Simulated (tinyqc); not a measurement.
What moves the results: density of states of one tight-binding band on the triangular lattice. A value that a table varies takes the place of the one given here.

E(k) = -2 t (cos 2 pi k1 + cos 2 pi k2 + cos 2 pi (k1 + k2)); k in fractions of the reciprocal vectors, mesh k_i = j/N with j = 0 .. N-1. Densities are per cell and per spin, so the band holds one state.

Each cell of the mesh is cut along (i+1, j)-(i, j+1) into two triangles. For corner energies e1 <= e2 <= e3 and eij = ei - ej, the share of the triangle below E is n = (E - e1)^2/(e21 e31) for e1 < E < e2 and n = 1 - (e3 - E)^2/(e31 e32) for e2 < E < e3; its density of states is g = dn/dE.

Gaussian broadening: g(E) = mean over the mesh of exp(-(E - E_k)^2/(2 sigma^2))/(sigma sqrt(2 pi)), n(E) = mean of erfc((E_k - E)/(sigma sqrt 2))/2.

Values chosen for the exercise: t = 0.59 eV (nearest hopping); N2 = 12 (mesh points along each axis in this comparison); sigma = 0.059 eV (Gaussian width); E = -1.6 eV (energy at which the density is wanted).

## Three ways to the same curve

N = N2 here; the reference is the linear method with N = 240.

g(E) (1/eV):
```
E (eV)  reference  linear triangles  Gaussian, sigma  Gaussian, sigma/4  reference n(E)
-3.057      0.084             0.078            0.005              0.000           0.039
-2.574      0.091             0.096            0.169              0.000           0.081
-2.091      0.099             0.099            0.000              0.000           0.127
-1.608      0.109             0.112            0.562              2.176           0.177
-1.126      0.123             0.126            0.185              0.001           0.233
-0.643      0.141             0.140            0.189              0.002           0.296
-0.160      0.169             0.176            0.007              0.000           0.371
0.323       0.213             0.208            0.103              0.000           0.462
0.805       0.311             0.337            0.172              0.000           0.584
1.288       0.501             0.521            0.296              0.000           0.817
```

Root-mean-square errors against the reference: 0.0113 for linear triangles, 0.1825 for sigma and 0.6893 for sigma/4. The narrow Gaussian is worse than the wide one, because it resolves the separate mesh levels. The reference is highest at 1.288 eV of the energies listed, and half filling lies between 0.323 and 0.805 eV.

## Convergence with the mesh

At the energy E; the plain count is the share of mesh points below E; the reference is the linear method with N = 240.

Results:
```
N   points  g linear  n linear  g Gaussian  n Gaussian  n plain count
4       16    0.1306    0.1267      0.0000      0.0625         0.0625
6       36    0.1144    0.1626      0.0000      0.1944         0.1944
8       64    0.1147    0.1678      0.3214      0.1917         0.2031
12     144    0.1117    0.1736      0.5521      0.1803         0.2153
16     256    0.1109    0.1755      0.2750      0.1727         0.1680
24     576    0.1102    0.1767      0.1786      0.1793         0.1892
48    2304    0.1097    0.1775      0.1251      0.1786         0.1827
```

reference n and g: 0.1777  0.1096

The linear n(E) stays within 0.002 of the reference from N = 24 on. The Gaussian g still moves by more than 1 % between the last two meshes. At the last mesh it lies +0.016 1/eV from the reference g and the linear g 0.000. The plain count errs by +0.0050 at the last mesh.

## Critical points

The gradient vanishes at these points by symmetry; the signs of the eigenvalues of the second-derivative matrix give the type.

Critical points:
```
point                 k   E (eV)  positive  negative     type
Gamma            (0, 0)  -3.5400         2         0  minimum
M              (0.5, 0)   1.1800         1         1   saddle
K      (0.3333, 0.3333)   1.7700         0         2  maximum
```

Gamma is a minimum at -3.540 eV: g has a step there. M is a saddle at 1.180 eV: g diverges logarithmically there. K is a maximum at 1.770 eV: g has a step there.

## What moves the count of states

Linear method and Gaussian sum with N = 48. Each row changes one parameter from the base and keeps the others.

Results:
```
case              n linear  g linear (1/eV)  n Gaussian  g Gaussian (1/eV)
base                0.1775           0.1097      0.1786             0.1251
t = 0.649 eV        0.1937           0.1031      0.1930             0.0939
E = -1.541 eV       0.1840           0.1112      0.1850             0.0949
sigma = 0.118 eV    0.1775           0.1097      0.1780             0.1104
```

The largest shifts from the base row, up to three for each result and ties (the steps differ in size, so this ranks the rows, not the parameters). n linear: t +0.0162, E +0.0065; unchanged at the printed digits by sigma. g linear (1/eV): t -0.0067, E +0.0015; unchanged at the printed digits by sigma. n Gaussian: t +0.0144, E +0.0064, sigma -0.0006. g Gaussian (1/eV): t -0.0313, E -0.0302, sigma -0.0147.

Program tinyqc; command `OMP_NUM_THREADS=1 python tinyqc.py 1681941 1681942 out.jsonl`; about 0.08 s on one thread of a shared Intel(R) Xeon(R) Processor @ 2.30GHz.
